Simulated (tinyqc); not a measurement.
Convergence with the mesh: Wannier function of the lower band of a two-orbital chain.

H(k) = [[-d/2 - 2 ta cos k, -t1 - t2 exp(-ik)], [-t1 - t2 exp(ik), d/2 - 2 tb cos k]], k in 1/a, Bloch sums with exp(ikR) and without the positions inside the cell. Mesh k_j = 2 pi j/N. Projection gauge: each lower eigenvector u is multiplied by the phase that makes <trial|u> real and positive (the one-band case of Loewdin orthogonalisation). Wannier amplitudes w(R) = (1/N) sum_k exp(ikR) u(k); hoppings H(R) = (1/N) sum_k exp(-ikR) E(k).

Inputs chosen for the exercise:
- d = 1.41 eV (A at -d/2, B at +d/2)
- t1 = 1.9 eV (A-B in the cell)
- t2 = 0.53 eV (B to A of the next cell)
- ta = 0.36 eV (A-A between cells)
- tb = 0.01 eV (B-B between cells)
- xb = 0.56 a (position of B (A at 0))
- th = 30 degrees (trial orbital cos(th) A + sin(th) B in cell 0)

Centre and Omega_I from overlaps M_j = u_j^+ diag(1, exp(-i b xb)) u_(j+1), b = 2 pi/N: centre -(1/2 pi) sum arg M, Omega_I = (1/(N b^2)) sum (1 - |M|^2). Largest error of the Fourier interpolation on 41 points from 0 to pi.

Mesh:
```
N   centre (a)  Omega_I (a^2)  H(1) (eV)  largest error (meV)
3      0.17385        0.06535   -0.47505               73.692
4      0.18336        0.07107   -0.49347                8.951
6      0.18850        0.07657   -0.49109                1.630
8      0.19032        0.07875   -0.49101                0.349
12     0.19161        0.08040   -0.49101                0.016
16     0.19205        0.08099   -0.49101                0.001
24     0.19237        0.08143   -0.49101                0.000
```

The interpolation error falls exponentially, from 9.0 meV at N = 4 to 0.016 at N = 12, because the hoppings decay exponentially for an isolated band (smallest gap 2.83 eV). Omega_I carries a finite-difference error and converges as a power: against the value 0.08178 on 400 points it is off by -0.00138 at N = 12 and -0.00035 at N = 24, an exponent of 1.98, near the limit 2.

Program tinyqc; command `OMP_NUM_THREADS=1 python tinyqc.py 1481602 1481603 out.jsonl`; about 0.2 s on one thread of a shared Intel(R) Xeon(R) Processor @ 2.30GHz.
